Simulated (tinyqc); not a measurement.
Worked calculation: CIS on RHF in the sto-3g basis, frozen core, for BeH2, spin multiplicity 1. Computed by tinyqc, a small Python program that keeps every step (integrals from PySCF). Settings: charge = 0, multiplicity = 1, basis = sto-3g, method = RHF, frozen orbitals = 1, energy threshold = 1e-10, iteration cap = 59, orthogonalisation = symmetric, start = Wolfsberg-Helmholz matrix, DIIS depth = 6. Command: `OMP_NUM_THREADS=1 python tinyqc.py 29231 29232 out.jsonl` (the two numbers bound the seeds that draw the settings). One thread of a shared host (Intel(R) Xeon(R) Processor @ 2.60GHz), about 0.07 s of CPU time with the checks. The early iterations of the SCF are left out here.

## One-electron integrals

Geometry (angstrom):
```
atom        x         y        z
Be    0.00000   0.00000  0.00000
H     0.00000   1.43300  0.00000
H     0.00000  -1.39000  0.00000
```

Basis sto-3g: exponents (1/bohr^2) and contraction coefficients of normalised primitives:
```
element  l (shell)  exponent  coefficient
Be           s (1)  30.16787      0.15433
Be           s (1)   5.49512      0.53533
Be           s (1)   1.48719      0.44463
Be           s (2)   1.31483     -0.09997
Be           s (2)   0.30554      0.39951
Be           s (2)   0.09937      0.70012
Be           p (3)   1.31483      0.15592
Be           p (3)   0.30554      0.60768
Be           p (3)   0.09937      0.39196
H            s (1)   3.42525      0.15433
H            s (1)   0.62391      0.53533
H            s (1)   0.16886      0.44463
```

Overlap, kinetic and nuclear-attraction integrals over the contracted functions; the nuclear repulsion is the sum of Za Zb / Rab.

nuclear repulsion = 3.1873813 hartree

overlap S, lower triangle:
```
          1Be 1s   1Be 2s  1Be 2px   1Be 2py  1Be 2pz    2H 1s    3H 1s
1Be 1s   1.00000
1Be 2s   0.25952  1.00000
1Be 2px  0.00000  0.00000  1.00000
1Be 2py  0.00000  0.00000  0.00000   1.00000
1Be 2pz  0.00000  0.00000  0.00000   0.00000  1.00000
2H 1s    0.05662  0.42288  0.00000   0.49830  0.00000  1.00000
3H 1s    0.06223  0.43989  0.00000  -0.51140  0.00000  0.02635  1.00000
```

kinetic energy T (hartree), lower triangle:
```
           1Be 1s   1Be 2s  1Be 2px   1Be 2py  1Be 2pz     2H 1s    3H 1s
1Be 1s    6.69397
1Be 2s   -0.03301  0.21111
1Be 2px   0.00000  0.00000  0.66059
1Be 2py   0.00000  0.00000  0.00000   0.66059
1Be 2pz   0.00000  0.00000  0.00000   0.00000  0.66059
2H 1s    -0.01479  0.05550  0.00000   0.16384  0.00000   0.76003
3H 1s    -0.01564  0.06159  0.00000  -0.17745  0.00000  -0.00817  0.76003
```

nuclear attraction V (hartree), lower triangle:
```
            1Be 1s    1Be 2s   1Be 2px   1Be 2py   1Be 2pz     2H 1s     3H 1s
1Be 1s   -15.31107
1Be 2s    -2.09388  -3.02322
1Be 2px    0.00000   0.00000  -2.93259
1Be 2py    0.00099   0.00507   0.00000  -3.14955
1Be 2pz    0.00000   0.00000   0.00000   0.00000  -2.93259
2H 1s     -0.45506  -1.21151   0.00000  -1.39337   0.00000  -2.88323
3H 1s     -0.50093  -1.27756   0.00000   1.45203   0.00000  -0.08943  -2.92706
```

core Hamiltonian H = T + V (hartree), lower triangle:
```
           1Be 1s    1Be 2s   1Be 2px   1Be 2py   1Be 2pz     2H 1s     3H 1s
1Be 1s   -8.61710
1Be 2s   -2.12689  -2.81211
1Be 2px   0.00000   0.00000  -2.27200
1Be 2py   0.00099   0.00507   0.00000  -2.48896
1Be 2pz   0.00000   0.00000   0.00000   0.00000  -2.27200
2H 1s    -0.46986  -1.15602   0.00000  -1.22953   0.00000  -2.12320
3H 1s    -0.51656  -1.21597   0.00000   1.27457   0.00000  -0.09760  -2.16703
```

## Two-electron integrals

Functions are numbered as in S; the eight-fold symmetry (ij|kl) = (ji|kl) = (kl|ij) leaves the list below.

Two-electron integrals (ij|kl) in chemists' order, unique and non-zero (hartree):
```
(11|11) 2.29883    (21|11) 0.39204    (21|21) 0.07954    (22|11) 0.57099
(22|21) 0.14304    (22|22) 0.41768    (31|31) 0.01461    (32|31) 0.02189
(32|32) 0.09226    (33|11) 0.56958    (33|21) 0.14308    (33|22) 0.41759
(33|33) 0.44986    (41|41) 0.01461    (42|41) 0.02189    (42|42) 0.09226
(43|43) 0.02425    (44|11) 0.56958    (44|21) 0.14308    (44|22) 0.41759
(44|33) 0.40136    (44|44) 0.44986    (51|51) 0.01461    (52|51) 0.02189
(52|52) 0.09226    (53|53) 0.02425    (54|54) 0.02425    (55|11) 0.56958
(55|21) 0.14308    (55|22) 0.41759    (55|33) 0.40136    (55|44) 0.40136
(55|55) 0.44986    (61|11) 0.08452    (61|21) 0.01714    (61|22) 0.03107
(61|33) 0.03085    (61|41) 0.00152    (61|42) 0.00287    (61|44) 0.03153
(61|55) 0.03085    (61|61) 0.00387    (62|11) 0.20064    (62|21) 0.05097
(62|22) 0.16159    (62|33) 0.15552    (62|41) 0.00669    (62|42) 0.04059
(62|44) 0.17359    (62|55) 0.15552    (62|61) 0.01215    (62|62) 0.09218
(63|31) 0.00474    (63|32) 0.02203    (63|43) 0.00708    (63|63) 0.00860
(64|11) 0.21370    (64|21) 0.05497    (64|22) 0.18277    (64|33) 0.17194
(64|41) 0.01088    (64|42) 0.06325    (64|44) 0.20425    (64|55) 0.17194
(64|61) 0.01371    (64|62) 0.11873    (64|64) 0.15811    (65|51) 0.00474
(65|52) 0.02203    (65|54) 0.00708    (65|65) 0.00860    (66|11) 0.36691
(66|21) 0.09491    (66|22) 0.33680    (66|33) 0.31236    (66|41) 0.01478
(66|42) 0.11523    (66|44) 0.38542    (66|55) 0.31236    (66|61) 0.02324
(66|62) 0.24282    (66|64) 0.33237    (66|66) 0.77461    (71|11) 0.09298
(71|21) 0.01885    (71|22) 0.03416    (71|33) 0.03391    (71|41) -0.00168
(71|42) -0.00316   (71|44) 0.03467    (71|55) 0.03391    (71|61) 0.00389
(71|62) 0.01127    (71|64) 0.01170    (71|66) 0.02070    (71|71) 0.00469
(72|11) 0.21235    (72|21) 0.05390    (72|22) 0.16983    (72|33) 0.16355
(72|41) -0.00708   (72|42) -0.04227   (72|44) 0.18223    (72|55) 0.16355
(72|61) 0.01084    (72|62) 0.05084    (72|64) 0.05238    (72|66) 0.09886
(72|71) 0.01412    (72|72) 0.10024    (73|31) 0.00512    (73|32) 0.02352
(73|43) -0.00745   (73|63) 0.00385    (73|73) 0.00960    (74|11) -0.22318
(74|21) -0.05738   (74|22) -0.18966   (74|33) -0.17843   (74|41) 0.01157
(74|42) 0.06600    (74|44) -0.21194   (74|55) -0.17843   (74|61) -0.01108
(74|62) -0.05145   (74|64) -0.05089   (74|66) -0.09866   (74|71) -0.01576
(74|72) -0.12771   (74|74) 0.16864    (75|51) 0.00512    (75|52) 0.02352
(75|54) -0.00745   (75|65) 0.00385    (75|75) 0.00960    (76|11) 0.01655
(76|21) 0.00409    (76|22) 0.01154    (76|33) 0.01137    (76|41) 7.56e-06
(76|42) 0.00006    (76|44) 0.01190    (76|55) 0.01137    (76|61) 0.00089
(76|62) 0.00462    (76|64) 0.00532    (76|66) 0.00992    (76|71) 0.00098
(76|72) 0.00479    (76|74) -0.00542   (76|76) 0.00032    (77|11) 0.37779
(77|21) 0.09767    (77|22) 0.34366    (77|33) 0.31868    (77|41) -0.01555
(77|42) -0.11799   (77|44) 0.39335    (77|55) 0.31868    (77|61) 0.01934
(77|62) 0.09567    (77|64) 0.09711    (77|66) 0.18743    (77|71) 0.02636
(77|72) 0.25425    (77|74) -0.34483   (77|76) 0.00992    (77|77) 0.77461
```

## Orthogonalisation

S = U s U^T; symmetric (Loewdin) form X = U s^(-1/2) U^T, so that X^T S X = 1.

eigenvalues of S: 0.27176  0.37613  0.94383  1.00000  1.00000  1.69270  1.71558

X, lower triangle:
```
           1Be 1s    1Be 2s  1Be 2px   1Be 2py  1Be 2pz     2H 1s    3H 1s
1Be 1s    1.02852
1Be 2s   -0.15293   1.22484
1Be 2px   0.00000   0.00000  1.00000
1Be 2py   0.00013  -0.01289  0.00000   1.33057
1Be 2pz   0.00000   0.00000  0.00000   0.00000  1.00000
2H 1s     0.01998  -0.27420  0.00000  -0.39626  0.00000   1.25063
3H 1s     0.01926  -0.29735  0.00000   0.41596  0.00000  -0.08868  1.27565
```

## Starting guess

The start is the generalised Wolfsberg-Helmholz matrix (K = 1.75) built on H; D = 2 C_occ C_occ^T.

D at the start, lower triangle:
```
           1Be 1s   1Be 2s  1Be 2px   1Be 2py  1Be 2pz    2H 1s    3H 1s
1Be 1s    2.04627
1Be 2s   -0.15008  0.69468
1Be 2px   0.00000  0.00000  0.00000
1Be 2py  -0.00166  0.01408  0.00000   0.74005
1Be 2pz   0.00000  0.00000  0.00000   0.00000  0.00000
2H 1s    -0.20838  0.45228  0.00000   0.40907  0.00000  0.51681
3H 1s    -0.20990  0.44724  0.00000  -0.40597  0.00000  0.07304  0.52706
```

## Iteration 6 (converged): orbitals

converged F (hartree), lower triangle:
```
           1Be 1s    1Be 2s  1Be 2px   1Be 2py  1Be 2pz     2H 1s     3H 1s
1Be 1s   -4.52032
1Be 2s   -1.28827  -0.61896
1Be 2px   0.00000   0.00000  0.21323
1Be 2py   0.00015   0.00635  0.00000  -0.20651
1Be 2pz   0.00000   0.00000  0.00000   0.00000  0.21323
2H 1s    -0.28990  -0.38208  0.00000  -0.32163  0.00000  -0.27586
3H 1s    -0.31831  -0.39782  0.00000   0.32804  0.00000  -0.03537  -0.29270
```

Diagonalise F' = X^T F X, C = X C', fill 3 alpha and 3 beta electrons from the bottom; D = 2 C_occ C_occ^T. Each column has its largest component positive (the first on a tie).

F' = X^T F X (hartree), lower triangle:
```
          1         2        3         4        5         6        7
1  -4.41109
2  -0.69444  -0.11090
3   0.00000   0.00000  0.21323
4  -0.00179  -0.00617  0.00000   0.25441
5   0.00000   0.00000  0.00000   0.00000  0.21323
6  -0.03068  -0.30815  0.00000  -0.43668  0.00000   0.07998
7  -0.04221  -0.32466  0.00000   0.44974  0.00000  -0.10580  0.08943
```

orbital energies (hartree): MO1 -4.52373, MO2 -0.44410, MO3 -0.40465, MO4 0.21323, MO5 0.21323, MO6 0.42369, MO7 0.85062

coefficients C:
```
              MO1       MO2       MO3      MO4       MO5       MO6       MO7
1Be 1s    0.99178  -0.21785  -0.02263  0.00000   0.00000  -0.22444   0.00625
1Be 2s    0.03172   0.57107   0.06665  0.00000   0.00000   1.16273  -0.06233
1Be 2px   0.00000   0.00000   0.00000  0.81755  -0.57586   0.00000   0.00000
1Be 2py  -0.00003  -0.05427   0.49734  0.00000   0.00000   0.02978   1.35994
1Be 2pz   0.00000   0.00000   0.00000  0.57586   0.81755   0.00000   0.00000
2H 1s    -0.00347   0.34554   0.45547  0.00000   0.00000  -0.80393  -0.91181
3H 1s    -0.00326   0.43565  -0.36588  0.00000   0.00000  -0.76534   0.99375
```

D after iteration 6, lower triangle:
```
           1Be 1s   1Be 2s  1Be 2px   1Be 2py  1Be 2pz     2H 1s    3H 1s
1Be 1s    2.06318
1Be 2s   -0.18892  0.66314
1Be 2px   0.00000  0.00000  0.00000
1Be 2py   0.00108  0.00431  0.00000   0.50058
1Be 2pz   0.00000  0.00000  0.00000   0.00000  0.00000
2H 1s    -0.17804  0.45514  0.00000   0.41554  0.00000   0.65372
3H 1s    -0.17972  0.44860  0.00000  -0.41121  0.00000  -0.03220  0.64734
```

Within a degenerate level the vectors are fixed only up to a rotation; this is one choice.

## Convergence

Stop when the energy changes by less than 1e-10 hartree and every element of the error matrix X^T (F D S - S D F) X is below 3e-06.

Course of the cycle:
```
iteration  E (hartree)     change  largest element of the error matrix
1          -15.5322830          -                             1.28e-01
2          -15.5500248  -1.77e-02                             1.68e-02
3          -15.5503712  -3.46e-04                             1.79e-03
4          -15.5503782  -7.03e-06                             4.30e-05
5          -15.5503782  -1.50e-09                             9.32e-07
6          -15.5503782  -1.58e-12                             7.95e-08
```

PySCF RHF in the same basis = -15.5503782 hartree

Converged in 6 iterations.

## Populations, bond orders and dipole

Mulliken: Z minus the diagonal of D S on the atom; Loewdin: the same with S^(1/2) D S^(1/2); Mayer order: 2 sum_s sum (D(s) S)_ij (D(s) S)_ji over the two atoms.

Charges (e):
```
atom  Mulliken   Loewdin
1Be    0.08526   0.07032
2H    -0.04232  -0.03522
3H    -0.04294  -0.03510
```

Mayer bond orders:
```
pair    order
2-1   0.99665
3-1   0.99660
3-2   0.00155
```

dipole moment about the origin, x y z (debye): 0.00000  -0.01057  0.00000

## Integrals over molecular orbitals

(pq|rs) = sum C_ip C_jq C_kr C_ls (ij|kl), one index at a time.

one-electron integrals over orbitals h = C^T H C (hartree), lower triangle:
```
          1         2         3         4         5         6         7
1  -8.60556
2   0.21689  -2.40526
3   0.02296   0.00782  -2.35446
4   0.00000   0.00000   0.00000  -2.27200
5   0.00000   0.00000   0.00000   0.00000  -2.27200
6   0.19931  -0.19760  -0.03895   0.00000   0.00000  -1.91023
7  -0.00434   0.03240  -0.29289   0.00000   0.00000  -0.00348  -1.82957
```

Two-electron integrals over orbitals (pq|rs), unique and non-zero (hartree); the lowest 1 orbital is frozen and left out:
```
(22|22) 0.39849    (32|22) -0.03774   (32|32) 0.15485    (33|22) 0.39482
(33|32) 0.03121    (33|33) 0.43268    (42|42) 0.04821    (43|42) 0.00356
(43|43) 0.01423    (44|22) 0.36366    (44|32) -0.00011   (44|33) 0.34888
(44|44) 0.44986    (52|52) 0.04821    (53|52) 0.00356    (53|53) 0.01423
(54|54) 0.02425    (55|22) 0.36366    (55|32) -0.00011   (55|33) 0.34888
(55|44) 0.40136    (55|55) 0.44986    (62|22) -0.02308   (62|32) 0.01131
(62|33) -0.04224   (62|44) 0.05723    (62|55) 0.05723    (62|62) 0.07858
(63|22) 0.01909    (63|32) -0.09036   (63|33) -0.02498   (63|44) 0.00987
(63|55) 0.00987    (63|62) 0.00400    (63|63) 0.08534    (64|42) 0.04679
(64|43) 0.00559    (64|64) 0.05043    (65|52) 0.04679    (65|53) 0.00559
(65|65) 0.05043    (66|22) 0.38796    (66|32) 0.00627    (66|33) 0.40216
(66|44) 0.36232    (66|55) 0.36232    (66|62) -0.03114   (66|63) -0.00905
(66|66) 0.40571    (72|22) 0.01135    (72|32) -0.04167   (72|33) -0.00476
(72|44) -0.00766   (72|55) -0.00766   (72|62) -0.01540   (72|63) 0.05973
(72|66) 0.00131    (72|72) 0.05794    (73|22) -0.00286   (73|32) 0.00052
(73|33) -0.01896   (73|44) 0.06296    (73|55) 0.06296    (73|62) 0.07315
(73|63) 0.01527    (73|66) -0.02353   (73|72) -0.00658   (73|73) 0.08294
(74|42) -0.00320   (74|43) 0.01333    (74|64) -0.00122   (74|74) 0.01677
(75|52) -0.00320   (75|53) 0.01333    (75|65) -0.00122   (75|75) 0.01677
(76|22) -0.03129   (76|32) 0.13808    (76|33) 0.03141    (76|44) -0.00042
(76|55) -0.00042   (76|62) 0.00890    (76|63) -0.09305   (76|66) 0.00829
(76|72) -0.05264   (76|73) -0.00158   (76|76) 0.13877    (77|22) 0.42043
(77|32) -0.01130   (77|33) 0.43373    (77|44) 0.38644    (77|55) 0.38644
(77|62) -0.03028   (77|63) 0.00382    (77|66) 0.42642    (77|72) 0.00667
(77|73) -0.00479   (77|76) -0.00768   (77|77) 0.47690
```

## CIS matrix, singlets

A(ia,jb) = (e_a - e_i) d_ij d_ab + 2 (ia|jb) - (ij|ab).

CIS matrix A, singlet (hartree), lower triangle:
```
         2>4      2>5      2>6       2>7      3>4      3>5       3>6      3>7
2>4  0.39010
2>5  0.00000  0.39010
2>6  0.00000  0.00000  0.63699
2>7  0.00000  0.00000  0.00049   0.99016
3>4  0.00724  0.00000  0.00000   0.00000  0.29745
3>5  0.00000  0.00724  0.00000   0.00000  0.00000  0.29745
3>6  0.00000  0.00000  0.00173  -0.01863  0.00000  0.00000   0.59686
3>7  0.00000  0.00000  0.00823  -0.00186  0.00000  0.00000  -0.00087  0.98743
```

## CIS singlet states

dipole integrals <i|r|a> (bohr):
```
            x         y        z
2>4   0.78470   0.00000  0.55272
2>5  -0.55272   0.00000  0.78470
2>6   0.00000   0.09599  0.00000
2>7   0.00000  -0.62752  0.00000
3>4   0.08609   0.00000  0.06064
3>5  -0.06064   0.00000  0.08609
3>6   0.00000  -1.19725  0.00000
3>7   0.00000  -0.04315  0.00000
```

Diagonalise A (1 hartree = 27.211386 eV); each vector has its largest component positive (the first on a tie). The transition dipole is mu = sqrt2 sum c_ia <i|r|a>.

singlet excitation energies (eV): 8.07874  8.07874  10.63043  10.63043  16.21516  17.33010  26.85351  26.98874

lowest vectors:
```
      state 1   state 2   state 3  state 4   state 5   state 6
2>4   0.01862  -0.07513   0.99517  0.06037   0.00000   0.00000
2>5  -0.07513  -0.01862  -0.06037  0.99517   0.00000   0.00000
2>6   0.00000   0.00000   0.00000  0.00000  -0.04320   0.99879
2>7   0.00000   0.00000   0.00000  0.00000   0.04721   0.00078
3>4  -0.23979   0.96773   0.07726  0.00469   0.00000   0.00000
3>5   0.96773   0.23979  -0.00469  0.07726   0.00000   0.00000
3>6   0.00000   0.00000   0.00000  0.00000   0.99794   0.04328
3>7   0.00000   0.00000   0.00000  0.00000   0.00336  -0.02333
```

oscillator strengths 2/3 w |mu|^2: 0.00037  0.00037  0.48514  0.48514  1.19952  0.00169

Within a degenerate level the vectors are fixed only up to a rotation; this is one choice.

## CIS matrix, triplets

A(ia,jb) = (e_a - e_i) d_ij d_ab - (ij|ab).

CIS matrix A, triplet (hartree), lower triangle:
```
         2>4      2>5       2>6       2>7      3>4      3>5       3>6      3>7
2>4  0.29367
2>5  0.00000  0.29367
2>6  0.00000  0.00000   0.47983
2>7  0.00000  0.00000   0.03129   0.87429
3>4  0.00011  0.00000   0.00000   0.00000  0.26899
3>5  0.00000  0.00011   0.00000   0.00000  0.00000  0.26899
3>6  0.00000  0.00000  -0.00627  -0.13808  0.00000  0.00000   0.42617
3>7  0.00000  0.00000  -0.13808   0.01130  0.00000  0.00000  -0.03141  0.82154
```

## CIS triplet states

Diagonalise A (1 hartree = 27.211386 eV); each vector has its largest component positive (the first on a tie).

triplet excitation energies (eV): 7.31956  7.31956  7.99117  7.99117  10.46495  11.68164  23.68740  24.96551

lowest vectors:
```
      state 1   state 2   state 3  state 4  state 5   state 6
2>4   0.00076  -0.00428   0.98044  0.19679  0.00000   0.00000
2>5  -0.00428  -0.00076  -0.19679  0.98044  0.00000   0.00000
2>6   0.00000   0.00000   0.00000  0.00000  0.12436   0.93191
2>7   0.00000   0.00000   0.00000  0.00000  0.25833  -0.11254
3>4  -0.17529   0.98451   0.00426  0.00085  0.00000   0.00000
3>5   0.98451   0.17529  -0.00085  0.00426  0.00000   0.00000
3>6   0.00000   0.00000   0.00000  0.00000  0.95267  -0.12523
3>7   0.00000   0.00000   0.00000  0.00000  0.10110   0.32126
```

Within a degenerate level the vectors are fixed only up to a rotation; this is one choice.
